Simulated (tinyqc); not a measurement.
Inside a calculation. Model: six-transistor SRAM cell, nodal equations and margins.

Computed by the program tinyqc: `OMP_NUM_THREADS=1 python tinyqc.py 2340126 2340127 out.jsonl`, one thread of a shared Intel Xeon 2.30GHz, about 0.2 s for the whole run. Printed values are rounded.

Two cross-coupled inverters (pull-down bn, pull-up bp) hold the nodes Q and QB; access transistors (ba, threshold VTn, gate on the word line at Vdd when selected) join them to the bit lines. Transistor (EKV form, voltages against the body): I = 2 n b Vt^2 [F(vp - Vs) - F(vp - Vd)] from drain to source, F(v) = ln^2(1 + exp(v/(2 Vt))), vp = (Vg - VT + sg |Vd - Vs|)/n. n-channel bodies are at 0; for the p-channel device all voltages are counted down from Vdd. b in uA/V^2 gives I in uA. For an access transistor the bit line is the drain and the node the source. In a read both bit lines are at Vdd. The cell is symmetric (no mismatch).

Values chosen for this exercise:
- T = 273 K (temperature)
- Vdd = 0.9 V (supply voltage)
- n = 1.32 (slope factor)
- sg = 0.115 (drain-induced barrier lowering)
- VTn = 0.31 V (n-channel threshold)
- VTp = 0.41 V (p-channel threshold (magnitude))
- bn = 330 uA/V^2 (gain factor of the pull-down transistor)
- ba = 330 uA/V^2 (gain factor of the access transistor)
- bp = 130 uA/V^2 (gain factor of the pull-up transistor)

Constants: q = 1.602176634e-19 C, kB = 1.380649e-23 J/K, Vt = kB T/q. Results are converted to the units shown.

## Iteration 1: node voltages in a read by Newton steps

(Q, QB) at the start (V): Q 0.000000, QB 0.900000

F1 = In(gate QB, drain Q) - Ip(gate QB, drain Q) - Ia(bit line, Q), F2 the same with Q and QB exchanged; J by central differences with +/- 1e-6 V; solve J d = -F, limit each component to +/- 0.15 V and add.

F1, F2 (uA): -60.1179  0.0006

J (uS):
```
          Q      QB
F1  443.477   0.000
F2    0.019  63.681
```

(Q, QB) after iteration 1 (V): Q 0.135560, QB 0.899950

## Iteration 2: node voltages in a read by Newton steps

As before.

F1, F2 (uA): -8.04398  0.03468

J (uS):
```
          Q      QB
F1  324.762  44.822
F2    1.047  46.064
```

(Q, QB) after iteration 2 (V): Q 0.160511, QB 0.898630

## Course of the iteration: node voltages in a read by Newton steps

Stop when the largest change of (Q, QB) is below 1e-9 V, or after 30 iterations. The rule counts as met only at the stable state with Q low.

Course of the iteration:
```
iteration     Q (V)  largest |change| of one entry (V)
1          0.135560                              0.136
2          0.160511                             0.0250
3          0.161520                            1.01e-3
4          0.161523                            2.30e-6
5          0.161523                           2.65e-11
```

Converged in 5 iterations. At the end the number of correct digits about doubles with each step.

## Read current and disturbance

(Q, QB) (V): Q 0.161523, QB 0.898233

Iread = Ia(bit line at Vdd, source Q); cell ratio bn/ba; time to pull a bit line of 20 fF down by 0.1 V at that current.

Iread = 26.6518 uA
cell ratio = 1
time = 75.0418 ps

The read lifts the low node to 162 mV, against a balance point of 407 mV.

## The largest square in the read butterfly

c, point 0 to 6 (V): 0.15  0.25  0.35  0.42  0.5  0.55  0.6

f(x) is the node voltage of one half-cell in a read for input x (In - Ip - Ia = 0). Static noise margin: side of the largest square between the curve (x, f(x)) and its mirror image (f(y), y); with h(c) the root x of f(x) - x = c, it is the maximum over c > 0 of h(c) - h(-c) + c.

```
point  h(c) (V)  h(-c) (V)  side (V)
0      0.357990   0.487416  0.020574
1      0.345631   0.546265  0.049367
2      0.335145   0.607253  0.077892
3      0.326858   0.652467  0.094391
4      0.311213   0.708678  0.102536
5      0.294098   0.746275  0.097823
6      0.269376   0.785423  0.083953
```

The maximum over c is 102.5 mV, the read margin; with the word line off (no Ia) the same construction gives 305.2 mV.
